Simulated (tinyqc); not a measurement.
Hydrostatic strain: sp3s* tight binding with spin-orbit coupling, strained.

sp3s* tight binding, nearest neighbours only: anion (a) at 0, cation (c) at a/4 (1,1,1), orbitals s, px, py, pz, s* on each; k in units of 2 pi/a. With phases e_j = exp(i (pi/2) k.n_j) for n = (1,1,1), (1,-1,-1), (-1,1,-1), (-1,-1,1): g0 = (e1+e2+e3+e4)/4, g1 = (e1+e2-e3-e4)/4, g2 = (e1-e2+e3-e4)/4, g3 = (e1-e2-e3+e4)/4. The diagonal holds the levels Esa, Epa, Exa (s*) and Esc, Epc, Exc. Anion-cation block: <sa|sc> = Vss g0; <sa|xc> = Vsapc g1; <xa|sc> = -Vscpa g1; <xa|xc> = Vxx g0; <xa|yc> = <ya|xc> = Vxy g3, <xa|zc> = <za|xc> = Vxy g2, <ya|zc> = <za|yc> = Vxy g1; <s*a|xc> = Vxapc g1; <xa|s*c> = -Vpaxc g1; y and z take g2 and g3 in place of g1; s-s* and s*-s* vanish.

Spin-orbit coupling acts within the p shell of each atom as (D/3) L.sigma, D = Da or Dc: it puts four states at Ep + D/3 and two at Ep - 2D/3.

Strain e moves each bond vector to d = (1 + e) d0 (no internal displacement for the diagonal strains used here) and k is given in fractions of the strained reciprocal cell, so the phases stay. Two-centre values Vss_sigma = Vss/4, Vsp_sigma = sqrt3 V/4 for each s-p and s*-p pair, Vpp_sigma = (Vxx + 2 Vxy)/4, Vpp_pi = (Vxx - Vxy)/4 are scaled by (d0/d)^eta and combined with the new direction cosines; the levels on the diagonal stay.

Parameters, chosen for this exercise (near a published set for Ge, fitted to gaps, whose masses and valley positions are rough; spin-orbit coupling, where it is added without a refit, lifts the valence top and shrinks all gaps by about a third of the splitting; shifted at random, so the results belong to these values and not to a real crystal):

| symbol | value | unit | meaning |
|---|---|---|---|
| Esa | -5.877 | eV | s level of the anion |
| Epa | 1.616 | eV | p level of the anion |
| Esc | -5.877 | eV | s level of the cation |
| Epc | 1.616 | eV | p level of the cation |
| Exa | 6.361 | eV | s* level of the anion |
| Exc | 6.361 | eV | s* level of the cation |
| Vss | -6.733 | eV | s-s |
| Vxx | 1.592 | eV | px-px |
| Vxy | 4.879 | eV | px-py |
| Vsapc | 5.496 | eV | s anion, p cation |
| Vscpa | 5.496 | eV | s cation, p anion |
| Vxapc | 5.281 | eV | s* anion, p cation |
| Vpaxc | 5.281 | eV | p anion, s* cation |
| Da | 0.294 | eV | atomic spin-orbit splitting, anion |
| Dc | 0.294 | eV | the same, cation |
| eta | 2 |  | scaling exponent |

exx = eyy = ezz = e. Gaps as measured from the top of the valence band; the deformation potentials are (gap(0.01) - gap(-0.01))/0.06.

Gaps (eV):

| e | Gamma | Delta | L | x of the minimum |
|---|---|---|---|---|
| -0.03 | 1.2569 | 0.6413 | 0.8884 | 0.790 |
| -0.02 | 1.0773 | 0.6370 | 0.7982 | 0.795 |
| -0.01 | 0.9030 | 0.6325 | 0.7113 | 0.801 |
| 0.01 | 0.5700 | 0.6232 | 0.5471 | 0.812 |
| 0.02 | 0.4107 | 0.6183 | 0.4696 | 0.818 |
| 0.03 | 0.2561 | 0.6133 | 0.3952 | 0.823 |

Give the missing row, e = 0.00.

Computed row:
```
e      Gamma   Delta       L  x of the minimum
0.00  0.7340  0.6279  0.6276             0.806
```

gap deformation potentials (eV): Gamma -5.551, Delta -0.156, L -2.737

Per unit of volume strain the gaps move by -5.55 (Gamma), -0.16 (Delta) and -2.74 eV (L). The lowest valley changes from the Delta line to L between e = -0.01 and 0 and from L to Gamma between e = 0.01 and 0.02. These potentials follow from the one exponent eta, which fitted models replace by one for each integral; with it the sizes are rough, the sign for Delta can be wrong (in Si, Ge and the III-V crystals measured values are small and positive), and the pressures at which valleys cross, and which valley takes over, are rough too. A gap of zero, where one is listed, marks an s level that has sunk below the valence top.

tinyqc: `OMP_NUM_THREADS=1 python tinyqc.py 1481489 1481490 out.jsonl`; about 0.2 s, one thread, shared Intel(R) Xeon(R) Processor @ 2.30GHz.
